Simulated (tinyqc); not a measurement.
Length of a molecular wire: coherent transport through a tight-binding bridge. Computed by the program tinyqc. T = Gamma_L Gamma_R |G_1n|^2 with the self-energies of semi-infinite chains.

A uniform bridge between two chains:
```
parameter                        value
site energy (eV)              1.760000
hopping in the bridge (eV)    1.390000
lead hopping (eV)             2.470000
couplings (eV)              1.16, 1.15
E (eV)                        0.490000
```

Transmission against length:
```
sites           T    ln T
2      9.9469e-01  -0.005
3      4.0389e-01  -0.907
4      4.1688e-01  -0.875
5      9.8223e-01  -0.018
6      3.6982e-01  -0.995
7      4.7165e-01  -0.752
8      8.9723e-01  -0.108
9      3.4841e-01  -1.054
10     5.4639e-01  -0.604
```

What does the comparison show, and why?

E lies inside the band of the bridge (|E - e|/2h = 0.457 < 1): T does not decay but oscillates with length, between 0.348 and 0.995 here, as levels of the bridge pass E.
